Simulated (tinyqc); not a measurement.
Size effects in the resistivity of thin metal films and interconnect lines: one step, computed by the program tinyqc. Command: `OMP_NUM_THREADS=1 python tinyqc.py 3020653 3020654 out.jsonl size walk`. One thread of a shared host (Intel(R) Xeon(R) Processor @ 2.30GHz), about 0.01 s of CPU time with the checks.

Electrons lose their drift at surfaces (a share 1 - p of the hits) and at grain boundaries (reflection R), besides bulk scattering. The line sits in a trench with a non-conducting liner on both walls and the bottom; the spacing equals the drawn width.

Task: Grain boundaries. Mayadas-Shatzkes: alpha = (lambda/D) R/(1 - R); rho_b/rho = 1 - 3 alpha/2 + 3 alpha^2 - 3 alpha^3 ln(1 + 1/alpha).

Inputs (values chosen for the exercise, modelled on platinum): bulk mean free path lambda = 7.83 nm; grain-boundary reflection R = 0.52.

Geometry: line.

grain size D = 24.9 nm

Give: alpha; rho/rho_b from grains.

Result:

alpha = 0.3407

rho/rho_b from grains = 1.482

The linear estimate 1 + 3 alpha/2 gives 1.511, within 2 %.
